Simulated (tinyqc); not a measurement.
# Worked calculation: resistance of a source-drain extension with a graded tip

Numbers from tinyqc (`OMP_NUM_THREADS=1 python tinyqc.py 2282190 2282191 out.jsonl`; about 0.03 s on one thread of a shared Intel Xeon 2.30GHz). Printed values are rounded.

y runs along the channel, the gate covers y > 0. The doping is N0 for y < y0 and N0 10^(-(y - y0)/la) beyond, uniform over the depth xj. Sheet conductance s(y) = q mu(N) max(N - Nch, 0) xj + (for y > 0) ma Cox Vo, with mu(N) = u0 + (u1 - u0)/(1 + (N/Nr)^au) and Cox = eps0 eox/tox. Current is taken as one-dimensional; depletion of the tip, spreading and the contact are left out. The metallurgical junction lies at yj, where N = Nch.

Parameters, values chosen for the exercise; mobility law close to that of electrons in silicon: relative permittivity of the gate insulator (close to aluminium oxide) eox = 8.88; insulator thickness tox = 4.3 nm; active doping of the extension far from the gate N0 = 1.6e20 cm^-3; lateral abruptness la = 4.2 nm/decade; position under the gate where the fall begins (gate edge at 0) y0 = 4.5 nm; depth of the extension xj = 7 nm; channel doping Nch = 3.5e17 cm^-3; gate overdrive Vo = 0.36 V; mobility of the gate-induced layer ma = 110 cm^2/(V s); mobility at low doping u1 = 1414 cm^2/(V s); mobility at high doping u0 = 68.5 cm^2/(V s); reference doping Nr = 9.2e16 cm^-3; exponent au = 0.711; gate length Lg = 50 nm.

Constants: q = 1.602176634e-19 C, eps0 = 8.8541878128e-14 F/cm where lengths are in cm. Results are converted to the units shown.

## Sheet resistances and junction position

yj = y0 + la log10(N0/Nch); sheet resistance of the full extension 1/[q mu(N0)(N0 - Nch) xj] and of the gate-induced layer 1/(ma Cox Vo); metallurgical length Lg - 2 yj; ye is where the doped and the gate-induced conductances are equal.

yj = 15.67222 nm
sheet resistance of the extension = 743.1743 ohm/square
sheet resistance of the induced layer = 13810.57 ohm/square
metallurgical length = 18.65556 nm
ye = 10.89086 nm
N at ye = 4.813781e18 cm^-3

The gate takes over 4.78 nm before the junction, where N is still 13.8 times the channel doping.

## Resistance of the overlapped part

Midpoint rule on 8 equal steps from 0 to yj: R_ov = sum h/s(y), per width.

```
point     y (nm)    N (cm^-3)  doped conductance (uS)  sheet resistance (ohm/square)
0      0.9795136       1.6e20                1345.579                       705.2247
1       2.938541       1.6e20                1345.579                       705.2247
2       4.897568  1.286651e20                1097.430                       854.8192
3       6.856595  4.395678e19                415.9039                       2047.870
4       8.815623  1.501726e19                170.2627                       4120.805
5       10.77465  5.130453e18                75.83534                       6745.651
6       12.73368  1.752753e18                33.96408                       9400.935
7       14.69270  5.988052e17                9.753087                       12171.17
```

R_ov = 71.998 ohm um

The exact integral is 72.298 ohm um; the coarse sum is 0.42 % below it.
